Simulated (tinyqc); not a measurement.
# From shift without recovery dV0 back to mean capture barrier at zero field mu_c

Model: bias-temperature instability from a Gaussian distribution of capture and emission barriers. Computed by tinyqc, a small Python program. Command: `OMP_NUM_THREADS=1 python tinyqc.py 3015798 3015799 out.jsonl bti inv`. One thread of a shared host (Intel(R) Xeon(R) Processor @ 2.30GHz), about 0.06 s of CPU time with the checks.

Each trap has a capture time tau_0 exp(E_c/(k_B T)) under stress and an emission time tau_0 exp(E_e/(k_B T)) after it. E_c is Gaussian, and E_e = E_c + d with d Gaussian and independent. A trap counts as filled once t_s exceeds its capture time and as emptied once t_r exceeds its emission time.

Inputs (values chosen for the exercise, for a model p-channel transistor): shift with all traps filled V_max = 73 mV; spread of capture barriers sigma_c = 0.28 eV; lowering of mu_c per field k_F = 0.068 eV/(MV/cm); oxide field F = 5.5 MV/cm; time constant tau_0 = 2e-09 s; temperature T = 60 C; stress time t_s = 200 s.

Constants: k_B = 8.617333262e-05 eV/K.

Method:
- Demarcation energies E_s = k_B T ln(t_s/tau_0), E_r = k_B T ln(t_r/tau_0); mean barrier mu = mu_c - k_F F; z = (E_s - mu)/sigma_c; Phi is the standard normal distribution.
- Temperatures in kelvin are T(C) + 273.15.
- Shift without recovery dV0 = V_max Phi(z); local time exponent n = d ln dV0/d ln t_s = (k_B T/sigma_c) exp(-z^2/2)/(sqrt(2 pi) Phi(z)); apparent activation energy n E_s.

Problem. A run gave the result below. Find the mean capture barrier at zero field mu_c, known to lie between 1.3 and 1.8 eV.

shift without recovery dV0 = 5.632207 mV

Solution.

Each step takes the trial c = (a f_b - b f_a)/(f_b - f_a), f being the result less the target and a, b, c the logarithms of the listed values; c replaces end b, the old b replaces a if the sign of f changed, and otherwise f_a is halved.

Scan of the range:
```
mean capture barrier at zero field mu_c (eV)  shift without recovery dV0 (mV)
1.30                                                                  17.4318
1.37                                                                  12.2989
1.45                                                                   7.7671
1.53                                                                   4.5850
1.61                                                                   2.5245
1.70                                                                   1.1846
1.80                                                                   0.4586
```

False position (Illinois rule, in the logarithm of the input) inside the bracket:
```
step    end a    end b    trial  shift without recovery dV0 (mV)
1     1.45000  1.53000  1.50320                          5.51266
2     1.45000  1.50320  1.49775                          5.71749
3     1.50320  1.49775  1.50002                          5.63161
4     1.49775  1.50002  1.50000                          5.63220
5     1.49775  1.50000  1.50000                          5.63221
6     1.50000  1.50000  1.50000                          5.63221
```

Shift without recovery dV0 falls at every point of a 13-point scan of the range (every second point is shown), so one value fits; it is bracketed by 1.45 and 1.53. Answer: mean capture barrier at zero field mu_c = 1.500 eV.
